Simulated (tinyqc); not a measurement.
# Strain-driven roughening and islands of a mismatched epitaxial film, step by step

A worked calculation. Computed by tinyqc, a small Python program that keeps every step. Command: `OMP_NUM_THREADS=1 python tinyqc.py 3030931 3030932 out.jsonl island walk`. One thread of a shared host (Intel(R) Xeon(R) Processor @ 2.30GHz), about 0.01 s of CPU time with the checks. Intermediate numbers are printed to about 6 digits and carried at full precision; extremes and crossings named in words are read from the listed rows.

Film and substrate share isotropic elastic constants; the film is coherent and biaxially strained.

Inputs (values chosen for the exercise, modelled on GaN on AlN):
```
quantity                                      value       unit
misfit |f|                                   0.0235          -
shear modulus G                                 124        GPa
Poisson ratio nu                               0.21          -
surface energy gamma                           1.76      J/m^2
contact angle of the shallow shape theta_1       13    degrees
contact angle of the steep shape theta_2       25.7    degrees
facet energy of shape 1 over gamma            1.005          -
facet energy of shape 2 over gamma           0.9982          -
wetting energy gamma_s - gamma                 0.45      J/m^2
decay length of wetting delta                  0.32         nm
surface mobility D_s nu_s Omega^2/(k_B T)   3.6e-33  m^6/(J s)
initial ripple amplitude A0                    0.19         nm
ripple wavelength over the critical one         3.9          -
island volume V                               79000       nm^3
```

Transport: surface diffusion.

Constants: e = 1.602176634e-19 C.

## Elastic energy of the flat film

M = 2 G (1 + nu)/(1 - nu); stress = M f; energy density w = M f^2.

biaxial modulus M = 379.848 GPa

stress = 8.92643 GPa

energy density w = 209.771 MJ/m^3

## Asaro-Tiller-Grinfeld instability

A ripple A cos(k x) has the surface chemical potential per volume [gamma k^2 - 2 (1 + nu) w k] A cos(k x), so k_c = 2 (1 + nu) w/gamma. With surface diffusion the amplitude grows at the rate q = B k^2 [2 (1 + nu) w k - gamma k^2], fastest at k_m = (3/4) k_c. B is the surface mobility.

k_c = 0.288435 1/nm

critical wavelength = 21.7837 nm

fastest wavelength = 29.0449 nm

growth time 1/q at k_m = 0.216206 s

A ripple of A0 needs about 0.44 s to reach a twentieth of its wavelength.

## A ripple of given wavelength

A ripple A cos(k x) has the surface chemical potential per volume [gamma k^2 - 2 (1 + nu) w k] A cos(k x), so k_c = 2 (1 + nu) w/gamma. With surface diffusion the amplitude grows at the rate q = B k^2 [2 (1 + nu) w k - gamma k^2], fastest at k_m = (3/4) k_c. B is the surface mobility. Stress at the trough = stress x (1 + 2 k A).

k = 0.0739578 1/nm

rate q = 0.549729 1/s

q over the largest rate = 0.118855

stress concentration at A0 = 1.02810

The ripple grows.

## Wetting layer

The surface energy depends on thickness as gamma + (gamma_s - gamma) exp(-h/delta). Its curvature adds W2 = (gamma_s - gamma) exp(-h/delta)/delta^2 to the restoring terms; the flat film is stable while W2 > (1 + nu)^2 w^2/gamma, which gives h_c = delta ln[(gamma_s - gamma) gamma/(delta^2 (1 + nu)^2 w^2)], or 0 if negative.

wetting-layer thickness h_c = 1.53213 nm

Layer-by-layer growth up to h_c, then roughening: the Stranski-Krastanov mode.

## Island nucleation

Shallow faceted island (Tersoff form): E = 4 Gam V^(2/3) tan^(1/3)(theta) - 6 c V tan(theta), Gam = gamma [x/sin(theta) - 1/tan(theta)], x the facet energy over gamma, c = stress^2 (1 - nu)/(2 pi G). The barrier is the maximum of E, at V_c = [4 Gam/(9 c)]^3 / tan^2(theta) (1 GPa nm = 1 J/m^2).

c = 0.0807944 GPa

Gam of shape 1 = 0.239646 J/m^2

critical volume, shape 1 = 42.9826 nm^3

barrier, shape 1 = 15.0124 eV

Gam of shape 2 = 0.394172 J/m^2

critical volume, shape 2 = 44.0144 nm^3

barrier, shape 2 = 32.0459 eV

The shallow shape has the lower barrier. Each barrier is a third of the surface term at V_c and scales as Gam^3/c^2, that is as f^(-4).

## Which shape at the volume V

The two energies cross at V_x^(1/3) = 4 [Gam_2 t2^(1/3) - Gam_1 t1^(1/3)]/(6 c (t2 - t1)), t = tan(theta); mu = dE/dV.

E of shape 1 = -48426.4 eV

E of shape 2 = -100838 eV

crossing volume V_x = 151.808 nm^3

jump of mu at V_x, shape 2 less shape 1 = -40.4617 MJ/m^3

At V the steep shape is lower. At V_x the chemical potential drops, so islands that have turned steep grow at the cost of the shallow ones. Caution: the shallow-slope form overstates the relaxation of facets steeper than about 25 degrees.

## Scaling with the misfit

A ripple A cos(k x) has the surface chemical potential per volume [gamma k^2 - 2 (1 + nu) w k] A cos(k x), so k_c = 2 (1 + nu) w/gamma. With surface diffusion the amplitude grows at the rate q = B k^2 [2 (1 + nu) w k - gamma k^2], fastest at k_m = (3/4) k_c. V_c = [4 Gam/(9 c)]^3/tan^2(theta), barrier = (4/3) Gam V_c^(2/3) tan^(1/3)(theta); the growth time is 1/q at k_m.

Misfit scaled at fixed constants:
```
|f| (%)  fastest wavelength (nm)  growth time (s)  V_c of shape 1 (nm^3)  barrier of shape 1 (eV)
0.5875                   464.719      1.41693e+04            1.76057e+05              3.84316e+03
0.8225                   237.101      9.60115e+02            2.33822e+04              1.00041e+03
1.1750                   116.180      5.53487e+01            2.75089e+03              2.40198e+02
1.6450                    59.275      3.75045e+00            3.65346e+02              6.25254e+01
2.3500                    29.045      2.16206e-01            4.29826e+01              1.50124e+01
3.2900                    14.819      1.46502e-02            5.70853e+00              3.90784e+00
```

Halving the misfit stretches the wavelength 4 times, the barrier 16 times, the volume 64 times and the time 256 times: f^(-2), f^(-4), f^(-6), f^(-8). Over these rows the time spans 6.0 decades: strongly mismatched films tend to roughen first, while dilute alloys have time to stay flat. Rows with wavelengths under 10 nm or volumes under 5 nm^3 are beyond the continuum picture.

Checks made by the program: k_m against a numerical maximum of the rate (relative difference 1e-08).
